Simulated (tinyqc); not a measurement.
Plane-wave Kohn-Sham cycle with exchange-only LDA in a layered model solid, step by step. One step of it, computed by the program tinyqc.

Task: Iteration 1: levels at that k. Diagonalise the Hermitian matrix.

H (hartree):
```
           -2         -1         +0         +1         +2
-2   1.155590  -0.190000   0.000000   0.000000   0.000000
-1  -0.190000   0.074187  -0.190000   0.000000   0.000000
+0   0.000000  -0.190000  -0.286281  -0.190000   0.000000
+1   0.000000   0.000000  -0.190000   0.074187  -0.190000
+2   0.000000   0.000000   0.000000  -0.190000   1.155590
```

Give: eigenvalues.

Result:

eigenvalues (hartree): -0.4348  0.0418  0.1888  1.1880  1.1894
